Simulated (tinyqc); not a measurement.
# Space-charge-limited current with shallow traps: effects of single changes

One carrier type, drift only, an injecting contact at x = 0 (zero field) and thickness L. The share th = y/(1 + y), y = (Nc/Nt) exp(-Et/kB T), of the injected charge is free: J = q mu n F, eps0 eps_r dF/dx = q (n - n0)/th.

Parameters, values chosen for the exercise: temperature T = 250 K; relative permittivity eps_r = 10.7; mobility mu = 0.00056 cm^2/(V s); thickness L = 300 nm; band density of states Nc = 4.4e19 cm^-3; trap density Nt = 2.7e18 cm^-3; trap depth Et = 0.3 eV; free carrier density in equilibrium n0 = 9.9e11 cm^-3; voltage V = 92 V.

Constants: q = 1.602176634e-19 C, kB = 1.380649e-23 J/K, Vt = kB T/q, eps0 = 8.8541878128e-14 F/cm where lengths are in cm. Results are converted to the units shown.

Each table varies one quantity; the others keep the values above.

## Effect of the thickness

Ohmic J = q n0 mu V/L; Mott-Gurney J = (9/8) th eps0 eps_r mu V^2/L^3; they cross at Vx = 8 q n0 L^2/(9 th eps0 eps_r); traps fill at V_TFL = q Nt L^2/(2 eps0 eps_r). Exact: with u = n0/n(L), w = -u - ln(1 - u) and v = -u - u^2/2 - ln(1 - u), V = (q n0 L^2/(th eps0 eps_r)) v/w^2 and J = q^2 n0^2 mu L/(th eps0 eps_r w).

Effect of the thickness:

| L (nm) | J (A/cm^2) | ohmic (A/cm^2) | Mott-Gurney (A/cm^2) | d ln J/d ln V |
|---|---|---|---|---|
| 78 | 0.1562 | 0.001048 | 0.1554 | 1.995 |
| 120 | 0.04319 | 6.810e-4 | 0.04268 | 1.988 |
| 170 | 0.01537 | 4.807e-4 | 0.01501 | 1.976 |
| 260 | 0.004434 | 3.143e-4 | 0.004196 | 1.946 |
| 380 | 0.001508 | 2.150e-4 | 0.001344 | 1.890 |
| 570 | 5.090e-4 | 1.434e-4 | 3.983e-4 | 1.777 |
| 850 | 1.966e-4 | 9.614e-5 | 1.201e-4 | 1.592 |

J falls from 0.156 to 1.97e-4 A/cm^2, as L^(-2.98) between the first two rows and L^(-2.38) between the last two (space charge -3, ohmic -1). The thickness law marks a bulk-limited current; an electrode-limited one depends on V/L alone. For L = 78, 120, 170, 260 V exceeds half of V_TFL, which goes as L^2, so trap filling, left out here, would raise the current.

## From ohmic to space-charge-limited current

Same model as above.

From ohmic to space-charge-limited current:

| V (V) | J (A/cm^2) | ohmic (A/cm^2) | Mott-Gurney (A/cm^2) | d ln J/d ln V |
|---|---|---|---|---|
| 0.74 | 2.276e-6 | 2.191e-6 | 1.767e-7 | 1.040 |
| 1.6 | 5.175e-6 | 4.737e-6 | 8.262e-7 | 1.100 |
| 3.6 | 1.336e-5 | 1.066e-5 | 4.183e-6 | 1.257 |
| 7.9 | 3.914e-5 | 2.339e-5 | 2.014e-5 | 1.484 |
| 17 | 1.326e-4 | 5.033e-5 | 9.327e-5 | 1.692 |
| 38 | 5.521e-4 | 1.125e-4 | 4.660e-4 | 1.841 |
| 83 | 0.002409 | 2.457e-4 | 0.002223 | 1.922 |
| 180 | 0.01086 | 5.329e-4 | 0.01046 | 1.963 |
| 400 | 0.05253 | 0.001184 | 0.05164 | 1.983 |

The local exponent rises from 1.04 to 1.98, passing from ohmic towards the square law around Vx = 9.17 V. In the last row J is 1.7 % above the Mott-Gurney value. For V = 180, 400 the voltage exceeds half of V_TFL = 205 V, near which the traps fill and the current rises steeply beyond this model. For V = 0.74, 1.6 the voltage is under 100 kB T/q, where diffusion would add more than a third of the Mott-Gurney current.

Range of the model: Diffusion and a field-dependent mobility are left out. With injecting contacts the diffusion current, about 4 pi^2 Vt th eps0 eps_r mu V/L^3, equals the Mott-Gurney current at V = 35 kB T/q (0.9 V at 300 K), so the drift-only result needs V well above that.

tinyqc, about 0.01 s, one thread, Intel Xeon 2.30GHz (shared host): `OMP_NUM_THREADS=1 python tinyqc.py 2370148 2370149 out.jsonl`
